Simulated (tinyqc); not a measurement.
# Octagonal on-chip spiral inductor, lumped pi model: effects of single changes

Outer diameter do = di + 2 n wd + 2 (n - 1) sp, mean da = (do + di)/2, fill p = (do - di)/(do + di), length l = 3.314 n da. L = 2.25 mu0 n^2 da/(1 + 3.55 p), mu0 = 4 pi 1e-7 H/m. Rs = rho l/(wd delta (1 - exp(-th/delta))), delta = sqrt(rho/(pi f mu0)). Cs = n wd^2 eps0 eo/hu across the coil. At each end Cox = l wd eps0 eo/(2 ho) leads to the substrate branch Rsi = 2 rs he/(l wd) in parallel with Csi = l wd eps0 11.7/(2 he). With one end grounded Y = 1/(Rs + i w L) + i w Cs + 1/[1/(i w Cox) + 1/(1/Rsi + i w Csi)], w = 2 pi f; Q = -Im Y/Re Y. Eddy currents in neighbouring turns and in the substrate are left out.

Inputs (values chosen for the exercise); values of the order met in silicon radio-frequency processes: number of turns n = 6.5; line width wd = 6 um; space between turns sp = 3 um; inner diameter di = 80 um; metal thickness th = 4 um; metal resistivity rho = 3 uohm cm; oxide below the coil ho = 5.1 um; oxide between coil and underpass hu = 1.3 um; relative permittivity of the oxide eo = 3; substrate resistivity rs = 10 ohm cm; effective spreading depth in the substrate he = 30 um; frequency f = 1.5 GHz.

Constants: eps0 = 8.8541878128e-12 F/m. Results are converted to the units shown.

Each table varies one quantity; the others keep the values above.

## Quality factor against frequency

Apparent inductance Im(1/Y)/w; share of the loss Re(substrate branch)/Re Y.

Quality factor against frequency:
```
f (GHz)	Rs (ohm)	w L/Rs	Q	apparent inductance (nH)	loss in the substrate (%)
0.19	4.923	1.599	1.598	6.598	0.001777
0.31	5.319	2.416	2.412	6.603	0.009802
0.51	5.860	3.607	3.592	6.616	0.05962
0.84	6.597	5.277	5.207	6.653	0.3694
1.4	7.636	7.599	7.235	6.756	2.296
2.2	8.885	10.26	8.658	6.991	10.23
3.7	10.85	14.13	7.404	7.698	38.07
6	13.35	18.63	3.574	9.401	70.59
9.8	16.75	24.25	0.6622	8.690	88.22
```

What does the comparison show?

Q goes from 1.60 through a maximum of 8.66 (at f = 2.2 GHz among the rows listed) to 0.662; the exact peak is 8.75 at 2.47 GHz and Q reaches zero at the self-resonance, 11.5 GHz. The share of the substrate rises from 0.00178 to 88.2 %, and the apparent inductance ends at 1.32 times L. At the peak the substrate takes 14.4 % of the loss. For f = 9.8 the coil is longer than 0.15 of a wavelength in the oxide, where one lumped section is rough.

## Effect of the metal thickness

Same model as above.

Peak Q and its frequency from a search over f; self-resonance where Im Y = 0; Q at the given f (negative beyond resonance).

The same in every row: L (nH) = 6.596; do (um) = 191.0.

Effect of the metal thickness:
```
th (um)	peak Q	f of the peak (GHz)	self-resonance (GHz)	Q at f
0.5	3.097	3.781	11.46	1.824
0.9	4.576	3.332	11.48	3.021
1.5	6.090	2.986	11.49	4.444
2	6.966	2.813	11.49	5.362
3	8.101	2.599	11.49	6.675
4	8.749	2.470	11.49	7.509
6	9.350	2.329	11.49	8.381
9	9.606	2.247	11.49	8.827
```

As th goes from 0.5 to 9, L stays at 6.60 nH, the peak Q rises from 3.10 to 9.61, its frequency falls from 3.78 to 2.25 GHz and the self-resonance stays near 11.5 GHz. Once th exceeds a few skin depths Rs no longer falls.

Computed by the program tinyqc: `OMP_NUM_THREADS=1 python tinyqc.py 2302034 2302035 out.jsonl`, one thread of a shared Intel Xeon 2.30GHz, about 0.01 s for the whole run.
